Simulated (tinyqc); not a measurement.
Gupta-type many-body potential for a metal: one step, computed by the program tinyqc.

E_i = sum_j A exp(-p (r_ij/r0 - 1)) - xi rho_i^gamma, with rho_i = sum_j exp(-2 q (r_ij/r0 - 1)); gamma = 1/2 is the tight-binding second-moment form. The crystal is fcc unless stated; d is the neighbour distance and a fixed number of shells is kept.

Task: The (110) surface. fcc shells: d sqrt(k), k = 1..5, with 12, 6, 24, 12, 24 atoms; Omega = d^3/sqrt2. Cut the crystal without relaxation; an atom in layer l keeps the neighbours that lie below the surface plane. Excess = E_i + E_c. Surface energy = sum of excesses over the layers, divided by the area per surface atom: (sqrt3/2) d^2 for (111), d^2 for (100), sqrt2 d^2 for (110).

Inputs (values chosen for the exercise, modelled on aluminium):
```
quantity,value,unit
repulsion A,0.119,eV
hopping xi,1.32,eV
decay p,8.56,-
decay q,2.55,-
reference distance r0,2.864,angstrom
shells kept,2,-
embedding exponent gamma,0.5,-
```

Surface: (110).

neighbour distance d = 2.871043 angstrom

cohesive energy E_c = 3.260458 eV

Constants: 1 eV/angstrom^2 = 16.02176634 J/m^2.

Give: Layers; excess per surface atom; surface energy.

Result:

Layers:
```
layer,nearest neighbours,repulsion (eV),rho,excess (eV)
1,7,0.829,7.39,0.5016
2,11,1.295,11.34,0.1108
```

excess per surface atom = 0.6124 eV

surface energy = 0.8416 J/m^2
